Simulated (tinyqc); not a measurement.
Crystal pulling from the melt: segregation, interface stability, heat balance and point-defect regime: one step, computed by the program tinyqc. Command: `OMP_NUM_THREADS=1 python tinyqc.py 3025471 3025472 out.jsonl pull walk`. One thread of a shared host (Intel(R) Xeon(R) Processor @ 2.30GHz), about 0.01 s of CPU time with the checks.

A dilute solute; steady pulling with a flat interface unless it is found unstable.

Question. Boundary layer and effective coefficient. delta = 1.61 D^(1/3) nu^(1/6) omega^(-1/2), omega = 2 pi rpm/60; k_eff = k0/[k0 + (1 - k0) exp(-V delta/D)] (Burton, Prim and Slichter); the melt at the interface is enriched by k_eff/k0.

Inputs (values chosen for the exercise, modelled on arsenic in silicon):
```
quantity                     value    unit
equilibrium coefficient k0    0.31       -
diffusivity in the melt D   0.0002  cm^2/s
kinematic viscosity nu      0.0026  cm^2/s
crystal rotation                15     rpm
pull rate V                    1.3  mm/min
```

Give: boundary layer delta; V delta/D; k_eff; enrichment at the interface.

Answer.

boundary layer delta = 278.6 micrometre

V delta/D = 0.3018

k_eff = 0.3779

enrichment at the interface = 1.219

k_eff has moved 9.8 % of the way from k0 to 1. A 10 % ripple of V gives striations of 1.88 % in C_s, since d ln k_eff/d ln V = (1 - k_eff) V delta/D.
